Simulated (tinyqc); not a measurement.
Two coupled magnetic layers: synthetic antiferromagnet, spin flop, exchange bias and magnetoresistance. Changing the thickness t2. Computed by tinyqc, a small Python program. Command: `OMP_NUM_THREADS=1 python tinyqc.py 3016862 3016863 out.jsonl saf sweep`. One thread of a shared host (Intel(R) Xeon(R) Processor @ 2.30GHz), about 0.5 s of CPU time with the checks.

Moments lie in the plane at the angles p1, p2 from the field. Energy per area: E = J1 cos(p1 - p2) + J2 cos^2(p1 - p2) - B M_s (t1 cos p1 + t2 cos p2) + K (t1 sin^2 p1 + t2 sin^2 p2).

Inputs (values chosen for the exercise, for a model stack): saturation magnetisation M_s = 834 kA/m; thickness t1 = 4 nm; antiferromagnetic coupling J1 = 0.056 mJ/m^2; biquadratic coupling J2 = 0 mJ/m^2; in-plane anisotropy K = 0.73 kJ/m^3; field over the saturation field = 0.57; exchange-bias energy J_ex = 0.071 mJ/m^2.

Field direction: along the easy axis.

Method:
- The parallel state is stable while the Hessian at p1 = p2 = 0 is positive: with c = J1 + 2 J2 and u = B M_s + 2K, (u t1 - c)(u t2 - c) > c^2, so B_sat M_s = c (1/t1 + 1/t2) - 2K. B_K = 2K/M_s.
- With p1 = 0, p2 = 180 degrees and c2 = J1 - 2 J2 the Hessian is [[c2 + t1 (2K + b), -c2], [-c2, c2 + t2 (2K - b)]], b = B M_s; its determinant vanishes at the positive root of t1 t2 b^2 - c2 (t1 - t2) b - [2K c2 (t1 + t2) + 4 K^2 t1 t2] = 0.
- A rigid antiparallel pair has the net moment M_s (t1 - t2), so the same J_ex holds it up to J_ex/(M_s (t1 - t2)).

One run for each value; columns: (1) thickness t2 (nm); (2) saturation field B_sat (mT); (3) stability limit B_sf of the antiparallel state (mT); (4) bias field, rigid pair (mT):
```
(1)      (2)     (3)     (4)
1.60  57.002  28.851   35.47
1.95  49.470  21.885   41.53
2.29  44.357  17.361   49.78
2.64  40.470  14.105   62.60
2.99  37.493  11.768   84.29
3.33  35.200  10.091  127.06
3.68  33.282   8.788  266.04
```

What does the table show, and why?

Over the rows, saturation field B_sat (mT) falls from 57.0 to 33.3 (exponent d ln y / d ln x -0.72 between the first rows and -0.56 between the last); stability limit B_sf of the antiparallel state (mT) falls from 28.9 to 8.79 (exponent d ln y / d ln x about -1.4 throughout); bias field, rigid pair (mT) rises from 35.5 to 266 (exponent d ln y / d ln x 0.80 between the first rows and 7.4 between the last). The bias field of the rigid pair diverges as t2 nears t1, where the net moment vanishes.

Caution (all rows): at such fields the pair is no longer rigid.
